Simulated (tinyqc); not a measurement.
# Rigid-ion and shell models of the dielectric response of an ionic crystal, step by step

A worked calculation. Computed by tinyqc, a small Python program that keeps every step. Command: `OMP_NUM_THREADS=1 python tinyqc.py 3008694 3008695 out.jsonl shell walk`. One thread of a shared host (Intel(R) Xeon(R) Processor @ 2.30GHz), about 0.01 s of CPU time with the checks. Intermediate numbers are printed to about 7 digits and carried at full precision; extremes and crossings named in words are read from the listed rows.

Charges +Z and -Z; 6 nearest neighbours, Madelung constant M = 1.747565, volume per ion pair Omega = 2.000000 d^3. Energy per pair U = -M Z^2 e2/d + 6 A exp(-d/rho), e2 = e^2/(4 pi eps_0). In the shell model the anion is a core of charge Y - Z and a massless shell of charge -Y, joined by the spring k; the repulsion acts on the shell. Each ion feels the Lorentz field E + (4 pi/3) P (Gaussian units).

Inputs (values chosen for the exercise, for a model crystal):

| quantity | value | unit |
|---|---|---|
| nearest-neighbour distance d | 2.03 | angstrom |
| ionic charge Z | 2 | e |
| hardness d/rho | 8.45 | - |
| cation mass | 131 | u |
| anion mass | 19 | u |
| shell charge size Y | 3.15 | e |
| core-shell spring k | 166 | eV/angstrom^2 |
| cation polarisability alpha_+ | 0.3 | angstrom^3 |
| film thickness t | 2.2 | nm |

Structure: rock salt.

Constants: e^2/(4 pi eps_0) = 14.39964548 eV angstrom; 1 eV/angstrom^3 = 160.2176634 GPa; nu for 1 eV/(angstrom^2 u) = 15.6333042 THz; 1 THz = 33.35640952 1/cm; eps_0 = 8.8541878128e-12 F/m; h x 1 THz = 4.135667696 meV.

## Equilibrium, bulk modulus and repulsive spring

Zero pressure fixes 6 A exp(-d/rho) = M Z^2 e2 rho/d^2. Then U = -(M Z^2 e2/d)(1 - rho/d), B = M Z^2 e2 (d/rho - 2)/(9 Omega d), and the spring of one sublattice against the other is R = (1/3) x (Laplacian of the repulsion summed over neighbours) = M Z^2 e2 (d/rho - 2)/(3 d^3), so R = 3 B Omega/d^2.

volume Omega = 16.73085 angstrom^3

lattice energy U = -43.71683 eV/pair

bulk modulus B = 340.2974 GPa

repulsive spring R = 25.86994 eV/angstrom^2

## Rigid ions

With C = 4 pi Z^2 e2/(3 Omega): mu lambda_TO = R - C, mu lambda_LO = R + 2 C; eps_inf = 1 and eps_s = lambda_LO/lambda_TO. lambda in eV/(angstrom^2 u) gives the wavenumber 15.6333042 x 33.35640952 x sqrt(lambda); mu is the reduced mass.

Coulomb spring C = 14.42057 eV/angstrom^2

omega_TO, rigid ions = 433.1658 1/cm

omega_LO, rigid ions = 946.8929 1/cm

eps_s, rigid ions = 4.778519

## Shell model: electronic response

Eliminating the shell gives the anion polarisability alpha_- = Y^2 e2/(k + R), the Szigeti charge Z_S = Z - Y R/(k + R) and the softened spring R' = k R/(k + R). With b = 4 pi (alpha_+ + alpha_-)/(3 Omega): eps_inf = (1 + 2b)/(1 - b) (Clausius-Mossotti); Born charge Z* = Z_S (eps_inf + 2)/3.

anion polarisability alpha_- = 0.7446736 angstrom^3

Szigeti charge Z_S = 1.575284 e

softened spring R' = 22.38188 eV/angstrom^2

b = 0.2615478

eps_inf = 2.062552

Born charge Z* = 2.133224 e

Overlap pushes the shell back and lowers the effective charge to 79 % of Z; the local field then raises the Born charge to 107 % of Z.

## Shell model: lattice response

mu lambda_TO = R' - (4 pi e2/(3 Omega)) Z_S^2/(1 - b); mu lambda_LO = mu lambda_TO + 4 pi e2 Z*^2/(eps_inf Omega); eps_s = eps_inf lambda_LO/lambda_TO.

mu lambda_TO = 10.26705 eV/angstrom^2

omega_TO = 410.1910 1/cm

omega_LO = 747.8715 1/cm

eps_s = 6.856249

share of R' left after the dipole term = 0.4587215

The dipole field cancels 54 % of the short-range spring.

## As a gate dielectric

Capacitance per area eps_0 eps_s/t; equivalent oxide thickness EOT = t x 3.9/eps_s; the surface optical mode against silicon (eps = 11.7) lies at omega_TO sqrt[(eps_s + 11.7)/(eps_inf + 11.7)], and its squared coupling to channel electrons scales as g = hbar omega_SO [1/(11.7 + eps_inf) - 1/(11.7 + eps_s)], with hbar omega = h c x wavenumber.

capacitance per area = 27.59387 fF/micrometre^2

equivalent oxide thickness = 1.251413 nm

surface optical mode = 476.3012 1/cm

remote-phonon coupling g = 1.108484 meV

## From rigid to soft shells

The formulas are those given above.

Response against the core-shell spring:

| k (eV/angstrom^2) | eps_inf | Z_S | Z* | omega_TO (1/cm) | omega_LO (1/cm) | eps_s |
|---|---|---|---|---|---|---|
| 130 | 2.314114 | 1.477190 | 2.124256 | 410.1219 | 716.8124 | 7.069193 |
| 170 | 2.041713 | 1.583957 | 2.133966 | 410.1967 | 750.7216 | 6.838615 |
| 220 | 1.849118 | 1.668563 | 2.140832 | 410.2496 | 779.4962 | 6.675692 |
| 300 | 1.680453 | 1.749930 | 2.146845 | 410.2959 | 808.9898 | 6.533081 |
| 430 | 1.544334 | 1.821242 | 2.151697 | 410.3332 | 836.5022 | 6.418036 |
| 660 | 1.437468 | 1.881187 | 2.155507 | 410.3626 | 860.9800 | 6.327744 |
| 1300 | 1.341088 | 1.938538 | 2.158942 | 410.3890 | 885.6857 | 6.246334 |
| 5000 | 1.268781 | 1.983786 | 2.161520 | 410.4089 | 906.1557 | 6.185271 |

From the stiffest to the softest shell eps_inf rises from 1.27 to 2.31 and Z_S falls from 1.98 to 1.48; omega_LO moves by -21 % and omega_TO by -0.1 %. Screening by eps_inf cuts the LO frequency, which rigid ions overstate (rigid ions: 947 per cm); eps_s goes from 6.19 to 7.07.

Checks made by the program: TO spring by direct elimination of the shell from the 2 x 2 energy matrix (relative difference below 1e-10); Szigeti's relation mu lambda_TO (eps_s + 2)/(eps_inf + 2) = R' (relative difference below 1e-10).
